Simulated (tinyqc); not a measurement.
Physical sputtering: collision-cascade yield, angular dependence, faceting and resputtering in deposition: one step, computed by the program tinyqc. Command: `OMP_NUM_THREADS=1 python tinyqc.py 3012616 3012617 out.jsonl sputter walk`. One thread of a shared host (Intel(R) Xeon(R) Processor @ 2.30GHz), about 0.01 s of CPU time with the checks.

Ions start collision cascades; atoms that reach the surface with more than U leave. The target is amorphous or fine-grained.

Task: Oblique incidence. Angular law: Y/Y0 = t^f exp(-f cos(a_opt)(t - 1)), t = 1/cos(angle), largest at a_opt. A plane tilted by the angle recedes along the beam at a speed proportional to Y(angle), and along its own normal as Y cos(angle).

Inputs (values chosen for the exercise, modelled on argon ions on germanium): angular exponent f = 2; angle of the largest yield = 56 degrees; angle of incidence = 40 degrees.

yield Y0 = 2.499365 atoms per ion

Give: Y/Y0 at the angle; yield at the angle; normal speed relative to a flat surface; largest Y/Y0.

Result:

Y/Y0 at the angle = 1.211

yield at the angle = 3.027 atoms per ion

normal speed relative to a flat surface = 0.9277

largest Y/Y0 = 1.324
